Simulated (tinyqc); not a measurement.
Kinetic against equilibrium segregation over temperature: surface segregation during layer-by-layer epitaxy: two-layer exchange kinetics and the shape of quantum wells and delta layers. Computed by tinyqc, a small Python program. Command: `OMP_NUM_THREADS=1 python tinyqc.py 3023820 3023821 out.jsonl mbeseg walk`. One thread of a shared host (Intel(R) Xeon(R) Processor @ 2.30GHz), about 0.01 s of CPU time with the checks.

Atoms A and B exchange only between the growing layer and the one below it. B is supplied for N layers, then pure A follows.

Inputs (values chosen for the exercise, close to those used for antimony in silicon): barrier E1 for B to move up = 1.74 eV; segregation energy E_s = 0.58 eV; attempt frequency nu = 1 THz; growth rate G = 1.7 layers/s; share x0 of B in the flux during the well = 0.13; layers in the well N = 4; layer thickness = 1.36 angstrom; temperature T = 350 C.

Constants: k_B = 8.617333262e-05 eV/K.

Method:
- p1 = nu exp(-E1/(k_B T)) (B up, A down), p2 = nu exp(-(E1 + E_s)/(k_B T)) (B down); time per layer tau = 1/G; K = p1/p2.
- Temperatures in kelvin are T(C) + 273.15.
- Each layer is deposited complete with B share x_dep and then exchanges for the time tau = 1/G with the layer below, whose share is b (total c = s + b fixed): ds/dt = p1 b (1 - s) - p2 s (1 - b), s(0) = x_dep. With the roots s1 < s2 of the right side, (s - s1)/(s - s2) = [(s(0) - s1)/(s(0) - s2)] exp(-(p1 - p2)(s2 - s1) tau). The lower layer is then buried with c - s, and s becomes the b of the next layer.
- In the dilute tail each layer passes up the share R = R_eq (1 - exp(-(p1 + p2) tau)); decay length = -layer thickness/ln R.
- R_eq = K/(1 + K).

Segregation:
```
T (C)      p1 tau     R_eq           R  decay length (angstrom)  peak share
230    2.1924e-06  1.00000  2.1924e-06               1.0437e-01     0.13000
270    4.2116e-05  1.00000  4.2115e-05               1.3499e-01     0.13000
310    5.3937e-04  0.99999  5.3922e-04               1.8072e-01     0.13000
350    4.9791e-03  0.99998  4.9668e-03               2.5636e-01     0.13000
390    3.5154e-02  0.99996  3.4543e-02               4.0410e-01     0.13000
430    1.9871e-01  0.99993  1.8021e-01               7.9364e-01     0.12951
470    9.3216e-01  0.99988  6.0627e-01               2.7177e+00     0.11206
510    3.7341e+00  0.99981  9.7594e-01               5.5847e+01     0.03532
```

The decay length grows in every row: exchange is still limited by its rate. p1 tau passes 1 between 470 and 510 C, below which sharp interfaces can be grown. Caution: decay lengths below one layer thickness are only formal.

Extremes, crossings and ranges named in words are read from the listed rows.
